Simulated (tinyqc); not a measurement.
Inversion layer as a triangular well, valleys of the Si type: one step. Subband ladders. Five cases, with inputs chosen for the exercise.

Question. The ten lowest levels of all groups of valleys together, j = 0, 1, ..., c = hbar^2/2m0; primes mark the groups with lighter m_z.

Level j of a valley lies at E_j = a_j (c (e F)^2/m_z)^(1/3) above the band edge at the surface, with the Airy zeros a_j = 2.338107, 4.087949, 5.520560, 6.786708, 7.944134, 9.022651, 10.040174, 11.008524, 11.936016, 12.828777, and has <z> = 2 E_j/(3 e F).

Constants: hbar^2/2m0 = 3.80998211 eV angstrom^2.

Case 1.

Valleys (masses in m0):

| valleys g | cos^2(theta) | m_z | m_1 | m_2 | m_d |
|---|---|---|---|---|---|
| 2 | 1.000000 | 0.905000 | 0.192000 | 0.192000 | 0.192000 |
| 4 | 0.000000 | 0.192000 | 0.192000 | 0.905000 | 0.416845 |

e F = 0.00081274728 eV/angstrom

Case 2.

Valleys (masses in m0):

| valleys g | cos^2(theta) | m_z | m_1 | m_2 | m_d |
|---|---|---|---|---|---|
| 4 | 0.500000 | 0.316855 | 0.191000 | 0.560000 | 0.327047 |
| 2 | 0.000000 | 0.191000 | 0.191000 | 0.929000 | 0.421235 |

e F = 0.0015929899 eV/angstrom

Case 3.

Valleys (masses in m0):

| valleys g | cos^2(theta) | m_z | m_1 | m_2 | m_d |
|---|---|---|---|---|---|
| 4 | 0.500000 | 0.309837 | 0.187000 | 0.545000 | 0.319241 |
| 2 | 0.000000 | 0.187000 | 0.187000 | 0.903000 | 0.410927 |

e F = 0.011579361 eV/angstrom

Case 4.

Valleys (masses in m0):

| valleys g | cos^2(theta) | m_z | m_1 | m_2 | m_d |
|---|---|---|---|---|---|
| 6 | 0.333333 | 0.260947 | 0.192000 | 0.681333 | 0.361685 |

e F = 0.0013533331 eV/angstrom

Case 5.

Valleys (masses in m0):

| valleys g | cos^2(theta) | m_z | m_1 | m_2 | m_d |
|---|---|---|---|---|---|
| 6 | 0.333333 | 0.255728 | 0.188000 | 0.672667 | 0.355614 |

e F = 0.0046378270 eV/angstrom

Give: Subbands.

Answer.

Case 1.

Subbands:

| label | valleys g | m_d (m0) | E (eV) | <z> (angstrom) |
|---|---|---|---|---|
| 0 | 2 | 0.1920 | 0.0329 | 26.97 |
| 0' | 4 | 0.4168 | 0.0551 | 45.22 |
| 1 | 2 | 0.1920 | 0.0575 | 47.15 |
| 2 | 2 | 0.1920 | 0.0776 | 63.68 |
| 3 | 2 | 0.1920 | 0.0954 | 78.28 |
| 1' | 4 | 0.4168 | 0.0964 | 79.06 |
| 4 | 2 | 0.1920 | 0.1117 | 91.64 |
| 5 | 2 | 0.1920 | 0.1269 | 104.08 |
| 2' | 4 | 0.4168 | 0.1302 | 106.77 |
| 6 | 2 | 0.1920 | 0.1412 | 115.81 |

The second subband is 0', 22.2 meV above the first.

Case 2.

Subbands:

| label | valleys g | m_d (m0) | E (eV) | <z> (angstrom) |
|---|---|---|---|---|
| 0 | 4 | 0.3270 | 0.0731 | 30.58 |
| 0' | 2 | 0.4212 | 0.0865 | 36.20 |
| 1 | 4 | 0.3270 | 0.1277 | 53.46 |
| 1' | 2 | 0.4212 | 0.1512 | 63.29 |
| 2 | 4 | 0.3270 | 0.1725 | 72.20 |
| 2' | 2 | 0.4212 | 0.2042 | 85.46 |
| 3 | 4 | 0.3270 | 0.2121 | 88.75 |
| 4 | 4 | 0.3270 | 0.2482 | 103.89 |
| 3' | 2 | 0.4212 | 0.2511 | 105.07 |
| 5 | 4 | 0.3270 | 0.2819 | 117.99 |

The second subband is 0', 13.4 meV above the first.

Case 3.

Subbands:

| label | valleys g | m_d (m0) | E (eV) | <z> (angstrom) |
|---|---|---|---|---|
| 0 | 4 | 0.3192 | 0.2762 | 15.90 |
| 0' | 2 | 0.4109 | 0.3268 | 18.82 |
| 1 | 4 | 0.3192 | 0.4829 | 27.80 |
| 1' | 2 | 0.4109 | 0.5715 | 32.90 |
| 2 | 4 | 0.3192 | 0.6522 | 37.55 |
| 2' | 2 | 0.4109 | 0.7717 | 44.43 |
| 3 | 4 | 0.3192 | 0.8018 | 46.16 |
| 4 | 4 | 0.3192 | 0.9385 | 54.03 |
| 3' | 2 | 0.4109 | 0.9487 | 54.62 |
| 5 | 4 | 0.3192 | 1.0659 | 61.37 |

The second subband is 0', 50.6 meV above the first. Levels above about 0.5 eV lie beyond parabolic valleys.

Case 4.

Subbands:

| label | valleys g | m_d (m0) | E (eV) | <z> (angstrom) |
|---|---|---|---|---|
| 0 | 6 | 0.3617 | 0.0699 | 34.44 |
| 1 | 6 | 0.3617 | 0.1222 | 60.22 |
| 2 | 6 | 0.3617 | 0.1651 | 81.32 |
| 3 | 6 | 0.3617 | 0.2029 | 99.97 |
| 4 | 6 | 0.3617 | 0.2376 | 117.02 |
| 5 | 6 | 0.3617 | 0.2698 | 132.91 |
| 6 | 6 | 0.3617 | 0.3002 | 147.90 |
| 7 | 6 | 0.3617 | 0.3292 | 162.17 |
| 8 | 6 | 0.3617 | 0.3569 | 175.83 |
| 9 | 6 | 0.3617 | 0.3836 | 188.98 |

The second subband is 1, 52.3 meV above the first.

Case 5.

Subbands:

| label | valleys g | m_d (m0) | E (eV) | <z> (angstrom) |
|---|---|---|---|---|
| 0 | 6 | 0.3556 | 0.1600 | 23.00 |
| 1 | 6 | 0.3556 | 0.2797 | 40.21 |
| 2 | 6 | 0.3556 | 0.3778 | 54.30 |
| 3 | 6 | 0.3556 | 0.4644 | 66.76 |
| 4 | 6 | 0.3556 | 0.5436 | 78.14 |
| 5 | 6 | 0.3556 | 0.6174 | 88.75 |
| 6 | 6 | 0.3556 | 0.6871 | 98.76 |
| 7 | 6 | 0.3556 | 0.7533 | 108.29 |
| 8 | 6 | 0.3556 | 0.8168 | 117.41 |
| 9 | 6 | 0.3556 | 0.8779 | 126.19 |

The second subband is 1, 119.7 meV above the first. Levels above about 0.5 eV lie beyond parabolic valleys.

Computed by tinyqc, one run a case: `OMP_NUM_THREADS=1 python tinyqc.py N N+1 out.jsonl` with N = 1250229, 1250306, 1250317, 1250834, 1250908; one thread of a shared Intel(R) Xeon(R) Processor @ 2.30GHz, about 0.04 s a run at most.
